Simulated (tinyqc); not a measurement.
Schottky diode by the thermionic emission-diffusion theory: current against voltage.

Metal on an n-type semiconductor with one parabolic valley; V > 0 is forward bias (metal positive). The band bends as a parabola over the depletion layer, by Vd = Vbi - V; no image force. Carriers drift and diffuse up to the interface and leave it with the velocity vR.

A* = 4 pi q me m0 kB^2/h^3 (times 1e-4 for A/(cm^2 K^2)); Nc = 2 (2 pi me m0 kB T/h^2)^1.5 (times 1e-6 for cm^-3); Vbi = phi - Vt ln(Nc/Nd); vR = A* T^2/(q Nc). LD = sqrt(eps0 eps_r Vt/(q Nd)), a = sqrt((Vbi - V)/Vt), D(a) = exp(-a^2) int_0^a exp(s^2) ds (Dawson), vD = mun Vt/(sqrt(2) LD D(a)). J = q Nc [vR vD/(vR + vD)] exp(-phi/Vt) [exp(V/Vt) - 1]. Ideality n = (dV/d ln[J/(1 - exp(-V/Vt))])/Vt.

Parameters, values chosen for the exercise; band and dielectric values close to those of silicon:
- T = 200 K (temperature)
- me = 0.263 m0 (electron mass)
- eps_r = 11.5 (relative permittivity)
- mun = 67 cm^2/(V s) (electron mobility)
- phi = 0.77 eV (barrier height seen from the metal)
- Nd = 4.3e15 cm^-3 (donor density)

Constants: q = 1.602176634e-19 C, kB = 1.380649e-23 J/K, h = 6.62607015e-34 J s, m0 = 9.1093837015e-31 kg, Vt = kB T/q, eps0 = 8.8541878128e-14 F/cm where lengths are in cm. Results are converted to the units shown.

Current against voltage:
```
V (V)	vD (cm/s)	vD/(vR + vD)	J (A/cm^2)	n
0.05	1.906e6	0.3079	2.646e-13	1.010
0.131	1.772e6	0.2926	2.923e-11	1.012
0.211	1.629e6	0.2755	2.856e-9	1.015
0.292	1.470e6	0.2555	2.912e-7	1.018
0.372	1.293e6	0.2319	2.742e-5	1.025
0.453	1.085e6	0.2022	0.002627	1.037
0.533	8.262e5	0.1617	0.2180	1.071
0.614	4.435e5	0.09384	13.91	1.231
```

vD falls from 1.91e6 to 4.44e5 cm/s and the share vD/(vR + vD) falls from 0.308 to 0.0938; n goes from 1.010 to 1.231. It exceeds 1 only as far as vD, which falls with the surface field, limits the current.

Range of the model: One isotropic valley is assumed; bands with several valleys have a larger Richardson constant and Nc.

Program tinyqc, `OMP_NUM_THREADS=1 python tinyqc.py 2640022 2640023 out.jsonl`; Intel Xeon 2.30GHz, shared host, one thread, about 0.01 s.
